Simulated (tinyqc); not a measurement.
Kissinger analysis: growth of a silicide layer between metal and silicon: linear-parabolic kinetics, ramp anneals and Kissinger analysis. Computed by tinyqc, a small Python program. Command: `OMP_NUM_THREADS=1 python tinyqc.py 3020740 3020741 out.jsonl silicide walk`. One thread of a shared host (Intel(R) Xeon(R) Processor @ 2.30GHz), about 0.1 s of CPU time with the checks.

One compound layer of thickness x grows by diffusion through itself and reaction at an interface, dx/dt = 1/(2x/K + 1/v), until the metal is used up at x = a h.

Inputs (values chosen for the exercise, modelled on CoSi):
```
quantity                                 value    unit
metal thickness h                          5.7      nm
silicide formed per metal thickness a     2.02       -
prefactor of the parabolic constant K  1.6e+14  nm^2/s
activation energy E of K                  1.88      eV
prefactor of the interface velocity v  5.3e+14    nm/s
activation energy E_v                     2.07      eV
```

Constants: k_B = 8.617333262e-05 eV/K.

Method:
- The silicide ends at the thickness a h.
- K = K0 exp(-E/(k_B T)), v = v0 exp(-E_v/(k_B T)).
- Temperatures in kelvin are T(C) + 273.15.
- Ramp from x = 0 at 100 C at the rate beta: dx/dT = (1/beta)/(2x/K + 1/v), integrated adaptively (tolerance 1e-9) until x = a h at T_f.
- Plot ln(beta/T_f^2) against 1/(k_B T_f), T_f in kelvin; minus the least-squares slope estimates the activation energy.

final thickness = 11.514 nm

Ramps:
```
beta (C/s)  T_f (C)  1/(k_B T_f) (1/eV)  ln(beta/T_f^2)
0.03         376.22              17.870         -16.459
0.1          398.01              17.290         -15.321
0.3          419.21              16.761         -14.284
1            444.06              16.180         -13.151
3            468.35              15.650         -12.119
10           496.93              15.069         -10.990
30           525.00              14.539          -9.963
```

Kissinger energy = 1.9498 eV

What does the comparison show, and why?

A thousandfold faster ramp raises the completion temperature by only 149 C. The fit gives 1.950 eV, against E = 1.88 eV for diffusion and E_v = 2.07 eV for the interface: it lies 37 % of the way from E to E_v, as both steps resist. Caution: nucleation and competing phases are left out; disilicides such as CoSi2 and the low-resistance form of TiSi2 start by nucleation and follow this law at best in part.

Extremes, crossings and ranges named in words are read from the listed rows.
